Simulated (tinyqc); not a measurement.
Short-channel transistor, virtual-source model with series resistance: one step of the calculation.

The current per gate width is the charge at the top of the source barrier (the virtual source) times its velocity times a saturation function; al and be are fitting constants of the model. Units: I in uA/um, Rs in ohm um, so I Rs = 1e-6 I Rs in volts; Q in uC/cm^2, so I = 1e-4 Q vx0 Fsat with vx0 in cm/s.

Task. Current through the series resistance. Intrinsic voltages Vg' = Vgs - I Rs, Vd' = Vds - 2 I Rs. n = n0 + nd Vd', VT = VT0 - dl Vd', Ff = 1/(1 + exp((Vg' - VT + al Vt/2)/(al Vt))), Q = Cinv n Vt ln(1 + exp((Vg' - VT + al Vt Ff)/(n Vt))), Vdsat = (vx0 L/mu)(1 - Ff) + Vt Ff, Fsat = u/(1 + u^be)^(1/be) with u = Vd'/Vdsat, and I(out) = Q vx0 Fsat per width. (Fsat takes the sign of u.) I(new) = I(out).

Values chosen for this exercise: temperature T = 250 K; inversion capacitance Cinv = 1.07 uF/cm^2; velocity at the virtual source vx0 = 2.19e7 cm/s; apparent mobility mu = 120 cm^2/(V s); channel length L = 45 nm; threshold at zero drain voltage VT0 = 0.469 V; drain-induced barrier lowering dl = 0.185 V/V; subthreshold factor n0 = 1.51; growth of n with drain voltage nd = 0 1/V; threshold shift (in units of Vt) from weak to strong inversion al = 3.5; sharpness of saturation be = 1.6; series resistance of each contact Rs = 70 ohm um; gate voltage Vgs = 1.2 V; drain voltage Vds = 1.2 V.

Constants: q = 1.602176634e-19 C, kB = 1.380649e-23 J/K, Vt = kB T/q. Results are converted to the units shown.

I after iteration 1 = 1701.4708 uA/um

Wanted: Vg'; Vd'; VT; Ff; Q; Vdsat; Fsat; I(out); I after iteration 2.

Result.

Vg' = 1.0809 V
Vd' = 0.96179 V
VT = 0.29107 V
Ff = 1.7125e-5
Q = 0.84512 uC/cm^2
Vdsat = 0.82124 V
Fsat = 0.69823
I(out) = 1292.3 uA/um
I after iteration 2 = 1292.3 uA/um

Program tinyqc, `OMP_NUM_THREADS=1 python tinyqc.py 2380019 2380020 out.jsonl`; Intel Xeon 2.30GHz, shared host, one thread, about 0.01 s.
